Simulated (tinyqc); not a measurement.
From results back to parameters: propagation of a band-gap error through k.p and effective-mass formulas. Three cases, with inputs chosen for the exercise.

Problem. A calculation returned the electron mass below. With 1/me = 1 + Ep (E + 2 Dso/3)/(E (E + Dso)) and the given Ep and Dso, which gap E did it have, and by what factor is exp(-E/2kT) off against the gap Eg?

Constants: kB = 8.617333262e-05 eV/K.

Case 1.

Values chosen (reference values near those of GaSb, gap at low temperature; the results hold for these values, not for the real material): Eg = 0.825 eV (gap at Gamma to the s-like level); Dso = 0.751 eV (spin-orbit splitting); Ep = 27.2 eV (Kane energy); T = 300 K (temperature).

me = 0.0314363 m0

Case 2.

Values chosen (reference values near those of GaAs, gap at low temperature; the results hold for these values, not for the real material): Eg = 1.506 eV (gap at Gamma to the s-like level); Dso = 0.347 eV (spin-orbit splitting); Ep = 26.2 eV (Kane energy); T = 400 K (temperature).

me = 0.0215092 m0

Case 3.

Values chosen (reference values near those of GaSb, gap at low temperature; the results hold for these values, not for the real material): Eg = 0.804 eV (gap at Gamma to the s-like level); Dso = 0.757 eV (spin-orbit splitting); Ep = 26.7 eV (Kane energy); T = 400 K (temperature).

me = 0.0205363 m0

Find: X = 1/me - 1; E; log10 of the factor.
Solution. X E^2 + (X Dso - Ep) E - (2/3) Ep Dso = 0 has one positive root; the factor is exp((Eg - E)/2kT).

Case 1.

X = 1/me - 1 = 30.810
E = 0.734 eV
log10 of the factor = 0.76

Case 2.

X = 1/me - 1 = 45.492
E = 0.497 eV
log10 of the factor = 6.36

Case 3.

X = 1/me - 1 = 47.694
E = 0.442 eV
log10 of the factor = 2.28

Computed by tinyqc, one run a case: `OMP_NUM_THREADS=1 python tinyqc.py N N+1 out.jsonl` with N = 1850566, 1850569, 1850583; one thread of a shared Intel(R) Xeon(R) Processor @ 2.30GHz, about 0.01 s a run at most.
